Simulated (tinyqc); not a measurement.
Hydrogenic impurity: series, fields, screening, photoionisation and donor-acceptor pairs: one step, computed by the program tinyqc. Command: `OMP_NUM_THREADS=1 python tinyqc.py 3003578 3003579 out.jsonl hydrogenic walk`. One thread of a shared host (Intel(R) Xeon(R) Processor @ 2.30GHz), about 0.01 s of CPU time with the checks.

One isotropic, parabolic band. Effective units: Ry* and a*, in which H = -nabla^2 - 2/r.

Problem. Effective units and the series. Ry* = Ry m/eps^2, a* = a_0 eps/m; level n is bound by Ry*/n^2; <r> = (3/2) a* in 1s; lines 1s -> np at Ry* (1 - 1/n^2); 1 THz = 4.135667696 meV.

Inputs (values chosen for the exercise, modelled on InAs): electron mass m = 0.0268 m_0; dielectric constant eps = 14.8.

Parts treated: magnetic field and photoionisation.

Constants: Ry = 13.605693123 eV; a_0 = 0.529177210903 angstrom; h x 1 THz = 4.135667696 meV.

Give: Ry*; a*; <r> of 1s; Series.

Solution.

Ry* = 1.6647 meV

a* = 292.23 angstrom

<r> of 1s = 438.35 angstrom

Series:

| n | binding (meV) | line from 1s (meV) | line (THz) |
|---|---|---|---|
| 2 | 0.41617 | 1.2485 | 0.30189 |
| 3 | 0.18496 | 1.4797 | 0.35779 |
| 4 | 0.10404 | 1.5606 | 0.37736 |
| 5 | 0.06659 | 1.5981 | 0.38642 |
